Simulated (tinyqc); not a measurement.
# Input admittance of a MOSFET at zero drain bias: distributed channel and distributed gate: two studies

Source and drain grounded, strong inversion, w = 2 pi f, Cox = eps0 eox/tox. The channel is an RC line of resistance 1/(mu Cox Vo) per square fed from both ends, so one finger has the intrinsic admittance y = i w Cox L tanh(g)/g per width, g = (1/2) sqrt(i w tau), tau = L^2/(mu Vo). The vertical resistance rv/L is in series with y, the overlaps 2 i w Cov in parallel: y_t = 1/(1/y + rv/L) + 2 i w Cov. The gate strip is a line of Rsh/L per length loaded by y_t, so a finger has Y = y_t Wf tanh(k)/k, k = (Wf/sd) sqrt(y_t Rsh/L); the device has Nf Y.

Parameters, values chosen for the exercise; values of the order met in silicon radio-frequency transistors:
```
symbol,value,unit,meaning
eox,3.9,,relative permittivity of the gate insulator (close to silicon dioxide)
tox,6.5,nm,insulator thickness
L,0.81,um,channel length
Wf,2.5,um,finger width
Nf,32,,number of fingers
mu,150,cm^2/(V s),channel mobility
Vo,0.38,V,gate overdrive
Rsh,21,ohm/square,sheet resistance of the gate
rv,0,ohm um^2,vertical resistivity of the gate stack
sd,1,,number of ends at which a finger is contacted
Cov,0.27,fF/um,overlap and fringe capacitance on each side
f,7,GHz,frequency
```

Constants: eps0 = 8.8541878128e-14 F/cm where lengths are in cm. Results are converted to the units shown.

Each table varies one quantity; the others keep the values above.

## Input impedance against frequency

Low-frequency limits, with c = Cox L and ct = c + 2 Cov: R_strip = Rsh Wf/(3 sd^2 L Nf), R_ch = (c/ct)^2 L/(12 mu Cox Vo Wf Nf), R_vert = (c/ct)^2 rv/(L Wf Nf), C = ct Wf Nf. Z = 1/(Nf Y) = R + 1/(i w C), Q = |Im Z|/R, far-point signal |1/cosh k|.

The same in every row: low-frequency R (ohm) = 22.67.

Input impedance against frequency:
```
f (GHz),w tau,|k|,R (ohm),C (fF),Q,signal at the far point
0.07,0.05063,0.01858,22.67,387.4,258.8,1.000
0.2,0.1446,0.03140,22.67,387.4,90.60,1.000
0.5,0.3616,0.04964,22.67,387.4,36.25,1.000
1,0.7232,0.07013,22.66,387.1,18.14,0.9999
4,2.893,0.1378,22.53,381.4,4.632,0.9980
10,7.232,0.2018,21.80,353.6,2.064,0.9913
30,21.70,0.2706,17.08,238.2,1.304,0.9784
80,57.86,0.3556,8.940,145.0,1.535,0.9673
200,144.6,0.4865,4.396,103.2,1.755,0.9473
```

R falls from 22.7 to 4.40 ohm and C falls from 387 to 103 fF. Q goes as f^(-1.00) between the first two rows and f^(0.15) between the last two, where w tau = 145 and |k| = 0.486. The low-frequency limits hold both R and C within 5 % up to f = 4 GHz among the rows.

## Effect of the gate overdrive

Same model as above.

Results:
```
Vo (V),w tau,|k|,R (ohm),low-frequency R (ohm),C (fF),Q,signal at the far point
0.2,9.619,0.1605,39.66,42.47,333.0,1.721,0.9936
0.35,5.497,0.1749,24.00,24.56,366.7,2.583,0.9946
0.5,3.848,0.1799,17.20,17.39,376.9,3.508,0.9957
0.65,2.960,0.1822,13.45,13.53,381.1,4.437,0.9964
0.8,2.405,0.1834,11.08,11.12,383.2,5.357,0.9970
1.1,1.749,0.1845,8.255,8.274,385.2,7.150,0.9977
1.25,1.539,0.1848,7.349,7.362,385.7,8.021,0.9980
```

Estimate the missing row, Vo = 0.95 V.

Computed row:
```
Vo (V),w tau,|k|,R (ohm),low-frequency R (ohm),C (fF),Q,signal at the far point
0.95,2.025,0.1841,9.445,9.474,384.4,6.262,0.9974
```

With this row back in the table: As Vo goes from 0.2 to 1.25, R falls from 39.7 to 7.35 ohm, C rises from 333 to 386 fF and Q rises from 1.72 to 8.02. Only the channel term depends on Vo.

Program tinyqc, `OMP_NUM_THREADS=1 python tinyqc.py 2262239 2262240 out.jsonl`; Intel Xeon 2.30GHz, shared host, one thread, about 0.01 s.
